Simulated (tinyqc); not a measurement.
# Doping from the ideality factor

Problem. For thermionic-field emission over a Schottky barrier the ideality factor is n = u coth(u) with u = E00/Vt and E00 = (hbar/2) sqrt(Nd/(me m0 eps0 eps_r)) in SI units (volts). Find u, E00 and Nd.

Parameters, values chosen for the exercise; band and dielectric values close to those of gallium nitride: temperature T = 200 K; electron mass me = 0.201 m0; relative permittivity eps_r = 9.64.

Constants: q = 1.602176634e-19 C, kB = 1.380649e-23 J/K, eps0 = 8.8541878128e-12 F/m, hbar = 1.054571817e-34 J s, m0 = 9.1093837015e-31 kg, Vt = kB T/q. Results are converted to the units shown.

n = 1.1921007

Answer. u coth(u) rises steadily from 1, so n fixes u; the definition of E00 then gives Nd.

u = 0.774
E00 = 13.3 meV
Nd = 1.00e18 cm^-3

Program tinyqc, `OMP_NUM_THREADS=1 python tinyqc.py 2640046 2640047 out.jsonl`; Intel Xeon 2.30GHz, shared host, one thread, about 0.04 s.
